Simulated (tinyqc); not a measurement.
Cabrera-Mott growth of a thin oxide under its own electric field. From thickness x back to time t. Computed by tinyqc, a small Python program. Command: `OMP_NUM_THREADS=1 python tinyqc.py 3024778 3024779 out.jsonl cabrera inv`. One thread of a shared host (Intel(R) Xeon(R) Processor @ 2.30GHz), about 0.04 s of CPU time with the checks.

Electrons cross the film freely and set a fixed potential V across it; the field V/x lowers the barrier for ions entering the oxide.

Inputs (values chosen for the exercise, for a model metal):
```
quantity                   value        unit
barrier W                    1.3          eV
Mott potential V            0.81           V
ion charge number z            2           -
half jump distance b         1.6    angstrom
prefactor u0 = N Omega nu  9e+13  angstrom/s
temperature T                295           K
starting thickness x0        3.8    angstrom
```

Backward hops: ignored.

Constants: k_B = 8.617333262e-05 eV/K.

Method. u = u0 exp(-W/(k_B T)), X1 = z b V/(k_B T) with V in volts and k_B T in eV; dx/dt = u exp(X1/x). t(x) = int_(x0)^x dx / (dx/dt) by Gauss-Legendre quadrature (80 points on each side of (x0 + 2 x)/3), solved for x.

Question. A run gave the result below. Find the time t, known to lie between 34 and 77 s.

thickness x = 7.072687 angstrom

Answer.

Each step takes the trial c = (a f_b - b f_a)/(f_b - f_a), f being the result less the target and a, b, c the logarithms of the listed values; c replaces end b, the old b replaces a if the sign of f changed, and otherwise f_a is halved.

Scan of the range:
```
time t (s)  thickness x (angstrom)
34.0                       6.97436
39.0                       7.03277
44.6                       7.09080
51.2                       7.15144
58.6                       7.21170
67.2                       7.27383
77.0                       7.33659
```

False position (Illinois rule, in the logarithm of the input) inside the bracket:
```
step    end a    end b    trial  thickness x (angstrom)
1     39.0000  44.6000  42.7705                 7.07259
2     44.6000  42.7705  42.7800                 7.07269
3     44.6000  42.7800  42.7801                 7.07269
4     42.7800  42.7801  42.7800                 7.07269
```

Thickness x rises at every point of a 13-point scan of the range (every second point is shown), so one value fits; it is bracketed by 39.0 and 44.6. Answer: time t = 42.78 s.

Caution: the starting field or rate is formal: the first layers form as fast as oxygen arrives.
